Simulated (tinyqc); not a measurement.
# Worked calculation: n-type polysilicon, carrier trapping at grain boundaries

Program tinyqc, `OMP_NUM_THREADS=1 python tinyqc.py 2830088 2830089 out.jsonl`; Intel Xeon 2.30GHz, shared host, one thread, about 0.01 s. Printed values are rounded.

One-dimensional grains of size Lg, uniform ionised doping N, monovalent traps Qt at each boundary at a depth Et below (for electrons) or above (for holes) the band edge there, abrupt depletion of width W on each side of a boundary, Boltzmann statistics. xi is the distance from the band edge at the grain centre to the Fermi level. Trapped charge Qt/(1 + exp((xi + VB - Et)/Vt)) = 2 N W, barrier VB = q N W^2/(2 eps0 eps_r).

Values chosen for this exercise; values of the order met in polycrystalline silicon: temperature T = 300 K; relative permittivity eps_r = 11.7; conduction-band density of states at T NB = 2.8e19 cm^-3; grain size Lg = 53 nm; trap density of a grain boundary Qt = 9.3e11 cm^-2; depth of the trap level from the majority band edge at the boundary Et = 0.4 eV; mass for thermionic emission ms = 0.4 m0; correction factor of the emission rate fe = 1; doping N = 5.1e16 cm^-3.

Constants: q = 1.602176634e-19 C, kB = 1.380649e-23 J/K, m0 = 9.1093837015e-31 kg, Vt = kB T/q, eps0 = 8.8541878128e-14 F/cm where lengths are in cm. Results are converted to the units shown.

## Depletion width, Fermi level and barrier

If the trap equation with xi = Vt ln(NB/N) has a root W < Lg/2, the grain is partly depleted; otherwise W = Lg/2 and the trap equation gives xi = Et - VB + Vt ln(Qt/(N Lg) - 1). N* = Qt/Lg.

N* = 1.754717e17 cm^-3
W = 26.5 nm
xi = 0.3953711 V
VB = 0.02769541 V
share of traps filled = 0.2906452

N is 0.291 N*, and the grain is fully depleted; VB = 1.07 Vt.

## Resistivity and effective mobility

n0 = NB exp(-xi/Vt); mean density n0 (1 - 2 W/Lg) by charge balance in a partly depleted grain, and n0 (sqrt(pi)/2) erf(u)/u with u = sqrt(VB/Vt) in a fully depleted one; v = sqrt(kB T/(2 pi ms m0)); barrier resistivity Vt exp(VB/Vt)/(q fe n0 v Lg); grain resistivity (1 - 2 W/Lg)/(q n0 mug); effective mobility 1/(q mean density total resistivity).

n0 = 6.385805e12 cm^-3
mean density = 4.684400e12 cm^-3
v = 4.253416e6 cm/s
barrier resistivity = 3272.026 ohm cm
grain resistivity = 0.000000 ohm cm
resistivity = 3272.026 ohm cm
effective mobility = 407.2104 cm^2/(V s)

The resistivity is 4010 times that of a single crystal with the same N and mobility mug, and the mean density is 0.00919 % of N. The effective mobility exceeds mug only because drift through the depleted grain is left out.
